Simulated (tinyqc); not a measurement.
Worked calculation (part 1 of 2): RHF in the sto-6g basis, for BeH2, spin multiplicity 1. Computed by tinyqc, a small Python program that keeps every step (integrals from PySCF). Settings: charge = 0, multiplicity = 1, basis = sto-6g, energy threshold = 1e-10, iteration cap = 58, orthogonalisation = symmetric, start = random, DIIS depth = 8, method = RHF. Command: `OMP_NUM_THREADS=1 python tinyqc.py 31326 31327 out.jsonl` (the two numbers bound the seeds that draw the settings). One thread of a shared host (Intel(R) Xeon(R) Processor @ 2.60GHz), about 0.1 s of CPU time with the checks. Later iterations appear only in the table of the cycle.

## One-electron integrals

Geometry (angstrom):
```
atom         x          y         z
Be    0.000000   0.000000  0.000000
H     0.000000   1.462000  0.134000
H     0.000000  -1.462000  0.134000
```

Basis sto-6g: exponents (1/bohr^2) and contraction coefficients of normalised primitives:
```
element  l (shell)    exponent  coefficient
Be           s (1)  312.870494     0.009164
Be           s (1)   57.364463     0.049361
Be           s (1)   16.048509     0.168538
Be           s (1)    5.513096     0.370563
Be           s (1)    2.140897     0.416492
Be           s (1)    0.881739     0.130334
Be           s (2)   13.633247    -0.013253
Be           s (2)    2.698375    -0.046992
Be           s (2)    0.838653    -0.033785
Be           s (2)    0.322660     0.250242
Be           s (2)    0.140131     0.595117
Be           s (2)    0.064233     0.240706
Be           p (3)   13.633247     0.003760
Be           p (3)    2.698375     0.037679
Be           p (3)    0.838653     0.173897
Be           p (3)    0.322660     0.418036
Be           p (3)    0.140131     0.425860
Be           p (3)    0.064233     0.101708
H            s (1)   35.523221     0.009164
H            s (1)    6.513144     0.049361
H            s (1)    1.822143     0.168538
H            s (1)    0.625955     0.370563
H            s (1)    0.243077     0.416492
H            s (1)    0.100112     0.130334
```

Overlap, kinetic and nuclear-attraction integrals over the contracted functions; the nuclear repulsion is the sum of Za Zb / Rab.

nuclear repulsion = 3.06452513 hartree

overlap S, lower triangle:
```
           1Be 1s    1Be 2s   1Be 2px    1Be 2py   1Be 2pz     2H 1s     3H 1s
1Be 1s   1.000000
1Be 2s   0.254764  1.000000
1Be 2px  0.000000  0.000000  1.000000
1Be 2py  0.000000  0.000000  0.000000   1.000000
1Be 2pz  0.000000  0.000000  0.000000   0.000000  1.000000
2H 1s    0.054245  0.410144  0.000000   0.484595  0.044416  1.000000
3H 1s    0.054245  0.410144  0.000000  -0.484595  0.044416  0.024864  1.000000
```

kinetic energy T (hartree), lower triangle:
```
            1Be 1s    1Be 2s   1Be 2px    1Be 2py   1Be 2pz      2H 1s     3H 1s
1Be 1s    6.768753
1Be 2s   -0.207382  0.220121
1Be 2px   0.000000  0.000000  0.661265
1Be 2py   0.000000  0.000000  0.000000   0.661265
1Be 2pz   0.000000  0.000000  0.000000   0.000000  0.661265
2H 1s    -0.013514  0.050901  0.000000   0.152759  0.014001   0.768522
3H 1s    -0.013514  0.050901  0.000000  -0.152759  0.014001  -0.006282  0.768522
```

nuclear attraction V (hartree), lower triangle:
```
             1Be 1s     1Be 2s    1Be 2px    1Be 2py    1Be 2pz      2H 1s      3H 1s
1Be 1s   -15.435678
1Be 2s    -1.834386  -2.988267
1Be 2px    0.000000   0.000000  -2.920361
1Be 2py    0.000000   0.000000   0.000000  -3.122112
1Be 2pz   -0.002882  -0.024315   0.000000   0.000000  -2.922056
2H 1s     -0.425631  -1.154921   0.000000  -1.337382  -0.124968  -2.855729
3H 1s     -0.425631  -1.154921   0.000000   1.337382  -0.124968  -0.078770  -2.855729
```

core Hamiltonian H = T + V (hartree), lower triangle:
```
            1Be 1s     1Be 2s    1Be 2px    1Be 2py    1Be 2pz      2H 1s      3H 1s
1Be 1s   -8.666925
1Be 2s   -2.041768  -2.768146
1Be 2px   0.000000   0.000000  -2.259096
1Be 2py   0.000000   0.000000   0.000000  -2.460846
1Be 2pz  -0.002882  -0.024315   0.000000   0.000000  -2.260791
2H 1s    -0.439145  -1.104020   0.000000  -1.184623  -0.110967  -2.087207
3H 1s    -0.439145  -1.104020   0.000000   1.184623  -0.110967  -0.085052  -2.087207
```

## Two-electron integrals

Functions are numbered as in S; the eight-fold symmetry (ij|kl) = (ji|kl) = (kl|ij) leaves the list below.

Two-electron integrals (ij|kl) in chemists' order, unique and non-zero (hartree):
```
(11|11) 2.299996    (21|11) 0.361879    (21|21) 0.071926    (22|11) 0.570332
(22|21) 0.139654    (22|22) 0.417773    (31|31) 0.015252    (32|31) 0.022555
(32|32) 0.092340    (33|11) 0.570332    (33|21) 0.139654    (33|22) 0.417773
(33|33) 0.450117    (41|41) 0.015252    (42|41) 0.022555    (42|42) 0.092340
(43|43) 0.024258    (44|11) 0.570332    (44|21) 0.139654    (44|22) 0.417773
(44|33) 0.401601    (44|44) 0.450117    (51|51) 0.015252    (52|51) 0.022555
(52|52) 0.092340    (53|53) 0.024258    (54|54) 0.024258    (55|11) 0.570332
(55|21) 0.139654    (55|22) 0.417773    (55|33) 0.401601    (55|44) 0.401601
(55|55) 0.450117    (61|11) 0.079121    (61|21) 0.015274    (61|22) 0.029547
(61|33) 0.029303    (61|41) 0.001505    (61|42) 0.002923    (61|44) 0.030028
(61|51) 0.000138    (61|52) 0.000268    (61|54) 0.000067    (61|55) 0.029309
(61|61) 0.003431    (62|11) 0.191314    (62|21) 0.047597    (62|22) 0.155139
(62|33) 0.149275    (62|41) 0.006610    (62|42) 0.039012    (62|44) 0.166720
(62|51) 0.000606    (62|52) 0.003576    (62|54) 0.001599    (62|55) 0.149421
(62|61) 0.011183    (62|62) 0.086064    (63|31) 0.004571    (63|32) 0.020849
(63|43) 0.006753    (63|53) 0.000619    (63|63) 0.007852    (64|11) 0.205386
(64|21) 0.051742    (64|22) 0.176211    (64|33) 0.165862    (64|41) 0.010677
(64|42) 0.060710    (64|44) 0.196764    (64|51) 0.000560    (64|52) 0.003653
(64|54) 0.002213    (64|55) 0.166008    (64|61) 0.012752    (64|62) 0.111192
(64|64) 0.148306    (65|11) 0.018825    (65|21) 0.004742    (65|22) 0.016151
(65|33) 0.015202    (65|41) 0.000560    (65|42) 0.003653    (65|44) 0.016797
(65|51) 0.004622    (65|52) 0.021184    (65|54) 0.006899    (65|55) 0.016453
(65|61) 0.001169    (65|62) 0.010191    (65|64) 0.012873    (65|65) 0.009032
(66|11) 0.358471    (66|21) 0.090991    (66|22) 0.331198    (66|33) 0.307348
(66|41) 0.014803    (66|42) 0.112411    (66|44) 0.378305    (66|51) 0.001357
(66|52) 0.010303    (66|54) 0.006504    (66|55) 0.307944    (66|61) 0.022111
(66|62) 0.233933    (66|64) 0.320712    (66|65) 0.029395    (66|66) 0.774999
(71|11) 0.079121    (71|21) 0.015274    (71|22) 0.029547    (71|33) 0.029303
(71|41) -0.001505   (71|42) -0.002923   (71|44) 0.030028    (71|51) 0.000138
(71|52) 0.000268    (71|54) -0.000067   (71|55) 0.029309    (71|61) 0.003108
(71|62) 0.009265    (71|64) 0.009682    (71|65) 0.000975    (71|66) 0.017476
(71|71) 0.003431    (72|11) 0.191314    (72|21) 0.047597    (72|22) 0.155139
(72|33) 0.149275    (72|41) -0.006610   (72|42) -0.039012   (72|44) 0.166720
(72|51) 0.000606    (72|52) 0.003576    (72|54) -0.001599   (72|55) 0.149421
(72|61) 0.009265    (72|62) 0.044697    (72|64) 0.046260    (72|65) 0.005211
(72|66) 0.089521    (72|71) 0.011183    (72|72) 0.086064    (73|31) 0.004571
(73|32) 0.020849    (73|43) -0.006753   (73|53) 0.000619    (73|63) 0.003218
(73|73) 0.007852    (74|11) -0.205386   (74|21) -0.051742   (74|22) -0.176211
(74|33) -0.165862   (74|41) 0.010677    (74|42) 0.060710    (74|44) -0.196764
(74|51) -0.000560   (74|52) -0.003653   (74|54) 0.002213    (74|55) -0.166008
(74|61) -0.009682   (74|62) -0.046260   (74|64) -0.046059   (74|65) -0.005314
(74|66) -0.091351   (74|71) -0.012752   (74|72) -0.111192   (74|74) 0.148306
(75|11) 0.018825    (75|21) 0.004742    (75|22) 0.016151    (75|33) 0.015202
(75|41) -0.000560   (75|42) -0.003653   (75|44) 0.016797    (75|51) 0.004622
(75|52) 0.021184    (75|54) -0.006899   (75|55) 0.016453    (75|61) 0.000975
(75|62) 0.005211    (75|64) 0.005314    (75|65) 0.003813    (75|66) 0.010661
(75|71) 0.001169    (75|72) 0.010191    (75|74) -0.012873   (75|75) 0.009032
(76|11) 0.014253    (76|21) 0.003454    (76|22) 0.010337    (76|33) 0.010129
(76|44) 0.010729    (76|51) 0.000084    (76|52) 0.000408    (76|55) 0.010153
(76|61) 0.000737    (76|62) 0.004058    (76|64) 0.004731    (76|65) 0.000520
(76|66) 0.009225    (76|71) 0.000737    (76|72) 0.004058    (76|74) -0.004731
(76|75) 0.000520    (76|76) 0.000264    (77|11) 0.358471    (77|21) 0.090991
(77|22) 0.331198    (77|33) 0.307348    (77|41) -0.014803   (77|42) -0.112411
(77|44) 0.378305    (77|51) 0.001357    (77|52) 0.010303    (77|54) -0.006504
(77|55) 0.307944    (77|61) 0.017476    (77|62) 0.089521    (77|64) 0.091351
(77|65) 0.010661    (77|66) 0.180957    (77|71) 0.022111    (77|72) 0.233933
(77|74) -0.320712   (77|75) 0.029395    (77|76) 0.009225    (77|77) 0.774999
```

## Orthogonalisation

S = U s U^T; symmetric (Loewdin) form X = U s^(-1/2) U^T, so that X^T S X = 1.

eigenvalues of S: 0.302134  0.399618  0.937935  1.000000  1.010149  1.673002  1.677163

X, lower triangle:
```
            1Be 1s     1Be 2s   1Be 2px    1Be 2py    1Be 2pz      2H 1s     3H 1s
1Be 1s    1.027271
1Be 2s   -0.148168   1.198681
1Be 2px   0.000000   0.000000  1.000000
1Be 2py   0.000000   0.000000  0.000000   1.286718
1Be 2pz  -0.001617   0.018349  0.000000   0.000000   1.001945
2H 1s     0.018327  -0.263945  0.000000  -0.369810  -0.028081   1.229690
3H 1s     0.018327  -0.263945  0.000000   0.369810  -0.028081  -0.076003  1.229690
```

## Starting guess

The start is random orthonormal orbitals; D = 2 C_occ C_occ^T.

D at the start, lower triangle:
```
            1Be 1s     1Be 2s    1Be 2px    1Be 2py    1Be 2pz      2H 1s     3H 1s
1Be 1s    0.629342
1Be 2s    0.470030   1.051852
1Be 2px  -0.492230   0.394723   1.474913
1Be 2py   0.763171   0.370298  -0.475864   1.421359
1Be 2pz  -0.052081  -0.023602  -0.396771  -0.656923   0.795986
2H 1s    -0.742157  -1.287070   0.045480  -0.350950  -0.411371   1.905095
3H 1s     0.311494   0.274757   0.121560   0.780233  -0.581369  -0.090129  0.548070
```

## Iteration 1: building the Fock matrix

J_ij = sum D_kl (ij|kl), K_ij = sum D_kl (ik|jl); F = H + J - 0.5 K; E = tr D H + tr D J / 2 - 0.25 tr D K + E_nn.

Coulomb J (hartree), lower triangle:
```
            1Be 1s     1Be 2s    1Be 2px    1Be 2py   1Be 2pz     2H 1s     3H 1s
1Be 1s    4.412688
1Be 2s    0.944489   2.512531
1Be 2px   0.004318   0.057658   2.503284
1Be 2py   0.045608   0.180702  -0.024114   2.565623
1Be 2pz  -0.011129  -0.039303  -0.019043  -0.023934  2.468686
2H 1s     0.207371   1.062565   0.006538   1.271571  0.093759  2.587127
3H 1s     0.196301   0.868650   0.020097  -0.962560  0.087047  0.063329  1.843962
```

exchange K (hartree), lower triangle:
```
            1Be 1s     1Be 2s    1Be 2px    1Be 2py    1Be 2pz      2H 1s     3H 1s
1Be 1s    1.824746
1Be 2s    0.606847   0.709545
1Be 2px  -0.218556   0.149927   0.801626
1Be 2py   0.238482   0.164475  -0.215783   0.613258
1Be 2pz  -0.079266  -0.194007  -0.166326  -0.237324   0.482795
2H 1s     0.046135   0.250433  -0.021982   0.519194  -0.207812   1.017168
3H 1s     0.146101   0.246871   0.165265  -0.117593  -0.062001  -0.009748  0.269896
```

Fock matrix F (hartree), lower triangle:
```
            1Be 1s     1Be 2s    1Be 2px    1Be 2py    1Be 2pz      2H 1s      3H 1s
1Be 1s   -5.166610
1Be 2s   -1.400703  -0.610388
1Be 2px   0.113596  -0.017305  -0.156625
1Be 2py  -0.073633   0.098464   0.083777  -0.201852
1Be 2pz   0.025622   0.033385   0.064120   0.094728  -0.033502
2H 1s    -0.254841  -0.166671   0.017529  -0.172649   0.086698  -0.008663
3H 1s    -0.315895  -0.358805  -0.062535   0.280860   0.007080  -0.016848  -0.378193
```

total energy of this density = -8.94786080 hartree

## Iteration 1: diagonalisation and new density

Diagonalise F' = X^T F X, C = X C', fill 3 alpha and 3 beta electrons from the bottom; D = 2 C_occ C_occ^T. Each column has its largest component positive (the first on a tie).

F' = X^T F X (hartree), lower triangle:
```
           1          2          3          4          5          6          7
1  -5.058101
2  -0.734077  -0.233931
3   0.118330  -0.024519  -0.156625
4  -0.128869   0.085096   0.078189   0.049104
5   0.021032   0.017196   0.065007   0.093762  -0.037743
6   0.025728  -0.118279   0.000176  -0.279613   0.059919   0.202227
7  -0.093049  -0.206210  -0.042401   0.243726   0.034211  -0.066152  -0.171110
```

orbital energies (hartree): MO1 -5.175314, MO2 -0.489236, MO3 -0.218062, MO4 -0.154582, MO5 0.009475, MO6 0.119953, MO7 0.501585

coefficients C:
```
               MO1        MO2        MO3        MO4        MO5        MO6        MO7
1Be 1s    0.993869  -0.138896   0.102506   0.112293  -0.146565   0.144055  -0.074124
1Be 2s    0.023948   0.438355  -0.263048  -0.277370   0.724603  -0.798188   0.312171
1Be 2px  -0.022656   0.259336  -0.198397   0.876911   0.292902   0.188353   0.051272
1Be 2py   0.036042  -0.326632  -0.479724  -0.149217  -0.067945   0.429371   1.174648
1Be 2pz  -0.004352  -0.014040   0.555750  -0.195430   0.673052   0.447323   0.073791
2H 1s    -0.030337  -0.054235  -0.376942  -0.102387   0.005054   0.459957  -1.165095
3H 1s     0.015838   0.538554  -0.114421  -0.176906  -0.644233   0.812323   0.562032
```

D after iteration 1, lower triangle:
```
            1Be 1s     1Be 2s    1Be 2px    1Be 2py    1Be 2pz     2H 1s     3H 1s
1Be 1s    2.035152
1Be 2s   -0.128098   0.523846
1Be 2px  -0.157750   0.330653   0.214260
1Be 2py   0.064028  -0.032254   0.019304   0.676246
1Be 2pz   0.109186  -0.304896  -0.227603  -0.524355   0.618148
2H 1s    -0.122514   0.149306   0.122813   0.394900  -0.417184  0.291895
3H 1s    -0.141582   0.533110   0.324016  -0.240895  -0.142439  0.026882  0.606766
```

## Iteration 2: building the Fock matrix

As before.

Coulomb J (hartree), lower triangle:
```
            1Be 1s     1Be 2s    1Be 2px    1Be 2py   1Be 2pz     2H 1s     3H 1s
1Be 1s    6.529656
1Be 2s    1.201235   2.674371
1Be 2px   0.014188   0.072581   2.618951
1Be 2py  -0.006199  -0.051607  -0.001781   2.766100
1Be 2pz  -0.012907  -0.056428  -0.010489  -0.031821  2.638065
2H 1s     0.259169   0.981056   0.016339   1.114309  0.078255  2.134797
3H 1s     0.261380   1.047639   0.017682  -1.218654  0.103307  0.067896  2.396519
```

exchange K (hartree), lower triangle:
```
            1Be 1s     1Be 2s    1Be 2px    1Be 2py    1Be 2pz     2H 1s     3H 1s
1Be 1s    4.632881
1Be 2s    0.775597   0.780710
1Be 2px  -0.023605   0.219099   0.242639
1Be 2py   0.017307  -0.088987  -0.026510   0.853961
1Be 2pz  -0.004595  -0.208468  -0.089858  -0.274715   0.398624
2H 1s     0.171742   0.366737   0.093675   0.449097  -0.238326  0.653533
3H 1s     0.179348   0.553510   0.147744  -0.614953   0.037482  0.007180  1.026821
```

Fock matrix F (hartree), lower triangle:
```
            1Be 1s     1Be 2s    1Be 2px    1Be 2py    1Be 2pz      2H 1s      3H 1s
1Be 1s   -4.453710
1Be 2s   -1.228332  -0.484130
1Be 2px   0.025991  -0.036968   0.238536
1Be 2py  -0.014852  -0.007113   0.011474  -0.121727
1Be 2pz  -0.013492   0.023491   0.034440   0.105536   0.177963
2H 1s    -0.265847  -0.306332  -0.030499  -0.294863   0.086452  -0.279177
3H 1s    -0.267439  -0.333135  -0.056190   0.273445  -0.026401  -0.020746  -0.204099
```

total energy of this density = -15.29597407 hartree

## Iteration 2: DIIS over 2 matrices

error matrix X^T (FDS - SDF) X:
```
           1          2          3          4          5          6          7
1   0.000000  -0.006508   0.166747  -0.125532   0.033727   0.132593  -0.125140
2   0.006508   0.000000  -0.124190  -0.088825   0.185872   0.114866  -0.018262
3  -0.166747   0.124190   0.000000  -0.038867   0.010228   0.128687   0.125080
4   0.125532   0.088825   0.038867   0.000000   0.083287   0.214854  -0.104802
5  -0.033727  -0.185872  -0.010228  -0.083287   0.000000  -0.348927   0.016709
6  -0.132593  -0.114866  -0.128687  -0.214854   0.348927   0.000000  -0.102786
7   0.125140   0.018262  -0.125080   0.104802  -0.016709   0.102786   0.000000
```

B (overlaps of the stored error matrices):
```
               1              2
1  6.0151186e+01  2.8990613e+00
2  2.8990613e+00  7.5974023e-01
```

Minimise |sum c_i e_i|^2 with sum c_i = 1: solve [B -1; -1 0][c; lambda] = [0; -1] with B_ij = tr e_i^T e_j, and take F = sum c_i F_i.

DIIS coefficients: -0.038817  1.038817

extrapolated F (hartree), lower triangle:
```
            1Be 1s     1Be 2s    1Be 2px    1Be 2py    1Be 2pz      2H 1s      3H 1s
1Be 1s   -4.426037
1Be 2s   -1.221641  -0.479229
1Be 2px   0.022591  -0.037732   0.253875
1Be 2py  -0.012571  -0.011211   0.008668  -0.118616
1Be 2pz  -0.015010   0.023107   0.033287   0.105956   0.186171
2H 1s    -0.266274  -0.311753  -0.032363  -0.299607   0.086442  -0.289677
3H 1s    -0.265558  -0.332139  -0.055944   0.273158  -0.027701  -0.020897  -0.197341
```

## Iteration 2: diagonalisation and new density

As before.

F' = X^T F X (hartree), lower triangle:
```
           1          2          3          4          5          6         7
1  -4.326012
2  -0.663794  -0.022211
3   0.027125  -0.024656   0.253875
4  -0.013240  -0.022274   0.002432   0.287815
5  -0.020032   0.030367   0.035103   0.093927   0.184587
6  -0.029097  -0.238223  -0.029312  -0.392608   0.058762  -0.014311
7  -0.030550  -0.306786  -0.053690   0.398466  -0.015507  -0.086171  0.124304
```

orbital energies (hartree): MO1 -4.428525, MO2 -0.396873, MO3 -0.338492, MO4 0.188645, MO5 0.271884, MO6 0.398690, MO7 0.792718

coefficients C:
```
               MO1        MO2        MO3        MO4        MO5        MO6        MO7
1Be 1s    0.993461  -0.117384  -0.153245  -0.018440   0.055905  -0.221502   0.034016
1Be 2s    0.025999   0.278248   0.426669   0.024771  -0.231111   1.116894  -0.191939
1Be 2px  -0.004669   0.058580   0.090960  -0.400329   0.898560   0.142049  -0.020534
1Be 2py   0.004790   0.331546  -0.304385  -0.020385  -0.010458   0.253395   1.289121
1Be 2pz   0.003409  -0.195011   0.046140   0.891416   0.382867   0.148403   0.049067
2H 1s    -0.005581   0.657652   0.003471   0.183475   0.151811  -0.824655  -0.745755
3H 1s    -0.001132   0.001230   0.591771  -0.069823   0.027556  -0.605825   1.001304
```

D after iteration 2, lower triangle:
```
            1Be 1s     1Be 2s    1Be 2px    1Be 2py    1Be 2pz     2H 1s     3H 1s
1Be 1s    2.048454
1Be 2s   -0.144437   0.520288
1Be 2px  -0.050907   0.109976   0.023454
1Be 2py   0.024972  -0.074990  -0.016574   0.405193
1Be 2pz   0.038414  -0.068973  -0.014485  -0.157366   0.080339
2H 1s    -0.166549   0.368652   0.077734   0.433918  -0.256216  0.865098
3H 1s    -0.183910   0.505606   0.107809  -0.359448   0.054121  0.005739  0.700391
```
